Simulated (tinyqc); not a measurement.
# Input admittance of a MOSFET at zero drain bias: distributed channel and distributed gate: what changes with what

Source and drain grounded, strong inversion, w = 2 pi f, Cox = eps0 eox/tox. The channel is an RC line of resistance 1/(mu Cox Vo) per square fed from both ends, so one finger has the intrinsic admittance y = i w Cox L tanh(g)/g per width, g = (1/2) sqrt(i w tau), tau = L^2/(mu Vo). The vertical resistance rv/L is in series with y, the overlaps 2 i w Cov in parallel: y_t = 1/(1/y + rv/L) + 2 i w Cov. The gate strip is a line of Rsh/L per length loaded by y_t, so a finger has Y = y_t Wf tanh(k)/k, k = (Wf/sd) sqrt(y_t Rsh/L); the device has Nf Y.

Parameters, values chosen for the exercise; values of the order met in silicon radio-frequency transistors: relative permittivity of the gate insulator (close to silicon dioxide) eox = 3.9; insulator thickness tox = 3.3 nm; channel length L = 0.9 um; finger width Wf = 0.75 um; number of fingers Nf = 32; channel mobility mu = 310 cm^2/(V s); gate overdrive Vo = 0.54 V; sheet resistance of the gate Rsh = 9.3 ohm/square; vertical resistivity of the gate stack rv = 3.9 ohm um^2; number of ends at which a finger is contacted sd = 1; overlap and fringe capacitance on each side Cov = 0.15 fF/um; frequency f = 9.5 GHz.

Constants: eps0 = 8.8541878128e-14 F/cm where lengths are in cm. Results are converted to the units shown.

Each table varies one quantity; the others keep the values above.

## Input impedance against frequency

Low-frequency limits, with c = Cox L and ct = c + 2 Cov: R_strip = Rsh Wf/(3 sd^2 L Nf), R_ch = (c/ct)^2 L/(12 mu Cox Vo Wf Nf), R_vert = (c/ct)^2 rv/(L Wf Nf), C = ct Wf Nf. Z = 1/(Nf Y) = R + 1/(i w C), Q = |Im Z|/R, far-point signal |1/cosh k|.

The same in every row: low-frequency R (ohm) = 17.01.

Results:
```
f (GHz)    w tau       |k|  R (ohm)  C (fF)      Q  signal at the far point
0.1      0.03040  0.005957    17.01   233.2  401.3                    1.000
0.3      0.09121   0.01032    17.01   233.2  133.8                    1.000
0.7       0.2128   0.01576    17.01   233.2  57.33                    1.000
2         0.6081   0.02662    17.00   233.1  20.08                    1.000
5          1.520   0.04189    16.99   232.4  8.063                   0.9999
10         3.040   0.05831    16.93   229.9  4.088                   0.9996
40         12.16   0.09650    15.91   192.8  1.297                   0.9972
300        91.21    0.1541    6.626   67.78  1.181                   0.9924
```

Estimate the missing row, f = 100 GHz.

Computed row:
```
f (GHz)  w tau     |k|  R (ohm)  C (fF)      Q  signal at the far point
100      30.40  0.1163    12.42   122.7  1.044                   0.9953
```

With this row back in the table: R falls from 17.0 to 6.63 ohm and C falls from 233 to 67.8 fF. Q goes as f^(-1.00) between the first two rows and f^(0.11) between the last two, where w tau = 91.2 and |k| = 0.154. The low-frequency limits hold both R and C within 5 % up to f = 10 GHz among the rows.

## Dividing a fixed width into fingers

Total width Wf Nf = 24 um; each finger also has a contact resistance Rc at each contacted end, which adds Rc/(sd Nf). The resistances are low-frequency limits, good while |k| is below about 1; the far-point signal is |1/cosh k| at f, without Rc.

The same in every row: R_ch + R_vert (ohm) = 16.925.

Result of one run:
```
Nf  Wf (um)  R_strip (ohm)  Rc/(sd Nf) for Rc = 30 ohm (ohm)  sum (ohm)  signal at the far point
8    3.0000         1.2917                            3.7500     21.967                  0.99396
```

What becomes of these results when the number of fingers Nf is changed from 8 to 16, all else the same?

Result of the changed run:
```
Nf  Wf (um)  R_strip (ohm)  Rc/(sd Nf) for Rc = 30 ohm (ohm)  sum (ohm)  signal at the far point
16   1.5000        0.32292                            1.8750     19.123                  0.99852
```

The whole series:
```
Nf   Wf (um)  R_strip (ohm)  Rc/(sd Nf) for Rc = 30 ohm (ohm)  sum (ohm)  signal at the far point
1     24.000         82.667                            30.000     129.59                  0.49822
2     12.000         20.667                            15.000     52.592                  0.87281
4     6.0000         5.1667                            7.5000     29.592                  0.97384
8     3.0000         1.2917                            3.7500     21.967                  0.99396
16    1.5000        0.32292                            1.8750     19.123                  0.99852
32   0.75000       0.080729                           0.93750     17.943                  0.99963
64   0.37500       0.020182                           0.46875     17.414                  0.99991
128  0.18750      0.0050456                           0.23438     17.165                  0.99998
```

R_strip falls as 1/Nf^2, from 82.7 to 0.00505 ohm, the contact term as 1/Nf, and R_ch + R_vert stays at 16.9 ohm since the total width is fixed. The sum is within a factor 1.5 of that floor from Nf = 8 on. More fingers add wiring capacitance, which is left out.

tinyqc, about 0.01 s, one thread, Intel Xeon 2.30GHz (shared host): `OMP_NUM_THREADS=1 python tinyqc.py 2262080 2262081 out.jsonl`
